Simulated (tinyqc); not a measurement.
Conductance against temperature: phonon transmission through an interface between two chains by Green functions. Computed by tinyqc, a small Python program. Command: `OMP_NUM_THREADS=1 python tinyqc.py 3007368 3007369 out.jsonl agf walk`. One thread of a shared host (Intel(R) Xeon(R) Processor @ 2.30GHz), about 0.01 s of CPU time with the checks.

Two semi-infinite chains (masses m_1, m_2; springs k_1, k_2), motion along the chain. The central region holds the end atom of each chain and three interlayer atoms of mass m_b, joined by springs k_b. lambda = omega^2 in eV/(angstrom^2 u); nu = 15.6333042 THz x sqrt(lambda).

Inputs (values chosen for the exercise, for two model chains): mass m_1 = 63.6 u; spring k_1 = 2.96 eV/angstrom^2; mass m_2 = 188 u; spring k_2 = 2.87 eV/angstrom^2; junction spring k_b = 1.04 eV/angstrom^2; interlayer mass m_b = 127 u; probe frequency / lower band top = 0.35.

Atoms in the interlayer: three.

Constants: nu for 1 eV/(angstrom^2 u) = 15.6333042 THz; h x 1 THz = 4.135667696 meV; k_B = 8.617333262e-05 eV/K; k_B = 1.380649e-23 J/K; h = 6.62607015e-34 J s.

Method:
- nu_max = 15.6333042 THz x 2 sqrt(k/m); impedance Z = sqrt(k m); long-wave transmission 4 Z_1 Z_2/(Z_1 + Z_2)^2; the probe frequency is the given share of the lower band top.
- In chain i, sin(q_i a/2) = nu/nu_max,i. An outgoing wave makes the next atom move as exp(i q_i a) times the end atom, so the lead adds the self-energy Sigma_i = -k_i exp(i q_i a) to the force-constant matrix; Gamma_i = -2 Im Sigma_i = 2 k_i sin(q_i a).
- A = lambda M - K - Sigma over the central atoms, with K_ii the sum of the springs at i, K_(i,i+1) = -k_b; G = inverse of A; transmission = Gamma_1 Gamma_2 |G_(first,last)|^2.
- Landauer conductance G = k_B int tau(nu) x^2 e^x/(e^x - 1)^2 d nu, x = h nu/(k_B T), from 0 to the lower band top (240 Gauss-Legendre points in s from 0 to 1, nu = nu_top sin(pi s/2)); tau is the transmission, and its thermal mean is G over the value for tau = 1 in the same window; the quantum is g_0 = pi^2 k_B^2 T/(3 h).

band top of chain 1 = 6.74525 THz

band top of chain 2 = 3.86316 THz

Conductance:
```
T (K)  G (pW/K)  mean transmission     G/g_0  G for transmission 1 (pW/K)
1       0.88010            0.92992   0.92992                      0.94643
5        4.2033            0.88823   0.88823                       4.7322
20       15.613            0.82735   0.82482                       18.871
50       25.575            0.65593   0.54045                       38.990
100      28.616            0.58732   0.30235                       48.722
200      29.514            0.56654   0.15592                       52.096
400      29.749            0.56108  0.078582                       53.020
800      29.808            0.55970  0.039369                       53.257
```

At 1 K G/g_0 = 0.930; as T goes to 0 it tends to the long-wave transmission, where only the impedances count. Towards high T all modes count more and more alike; at 800 K G is 29.8 pW/K and the mean transmission is 0.560, which is well below the low-T value.
